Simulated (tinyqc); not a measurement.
# One-dimensional ballistic tunnel FET, two-band WKB: effect of the band gap with the mass tied to it

A p-type source for x < 0 with its Fermi level at 0 and its valence edge at ds; in the channel the bands fall as D exp(-x/lam) towards their flat values, with the conduction edge at Ec = ds - dP and D = dP + Eg. The gate moves dP one to one. The drain Fermi level lies at -Vd and the drain side reflects nothing. For w = E - Ec between 0 and dP an electron crosses the gap. Two-band dispersion with equal masses m: inside the gap kappa = sqrt(m u (1 - u/Eg)/C), u the distance from a band edge, C = hbar^2/(2 m0).

The mass follows the gap, m = 0.026 Eg/0.357 eV. S(w) = 2 lam int_0^Eg kappa(u) du/(w + Eg - u) = 2 pi lam sqrt(m/(C Eg)) [w + Eg/2 - sqrt(w (w + Eg))], T(w) = exp(-S). I = g (2 q^2/h) int_0^dP T(w) [f(E) - f(E + Vd)] dw, E = ds - dP + w, f(x) = 1/(1 + exp(x/Vt)). Swing = d(dP)/d(log10 I).

Inputs (values chosen for the exercise); band and dielectric values close to those of indium arsenide: temperature T = 350 K; screening length of the source junction lam = 4 nm; source valence edge above the source Fermi level ds = 0.13 eV; drain bias Vd = 0.2 V; number of degenerate subbands (spin apart) g = 1; tunnelling window Ev(source) - Ec(channel) dP = 0.24 eV.

Constants: q = 1.602176634e-19 C, kB = 1.380649e-23 J/K, hbar = 1.054571817e-34 J s, h = 6.62607015e-34 J s, m0 = 9.1093837015e-31 kg, Vt = kB T/q, hbar^2/(2 m0) = 0.0380998212 eV nm^2. Results are converted to the units shown.

Effect of the band gap with the mass tied to it:
```
Eg (eV)	T(w = dP)	I (uA)	swing (mV/decade)
0.2	0.5930	2.465	190.1
0.37	0.2293	0.5287	152.6
0.54	0.06807	0.09639	129.9
0.71	0.01685	0.01589	114.7
0.89	0.003324	0.002177	103.1
1.06	6.447e-4	3.146e-4	94.71
1.23	1.150e-4	4.344e-5	88.03
1.4	1.915e-5	5.774e-6	82.52
```

Read the table: what changes, and by how much?

T(w = dP) falls from 0.593 to 1.92e-5 and I falls from 2.47 to 5.77e-6 uA; the swing falls from 190 to 82.5 mV/decade. With m/Eg fixed, S depends on the gap only through w + Eg/2 - sqrt(w (w + Eg)). For Eg = 0.2, 0.37 S at w = dP is below 2, where a WKB prefactor of 1 is a rough guess.

tinyqc, about 0.01 s, one thread, Intel Xeon 2.30GHz (shared host): `OMP_NUM_THREADS=1 python tinyqc.py 2620098 2620099 out.jsonl`
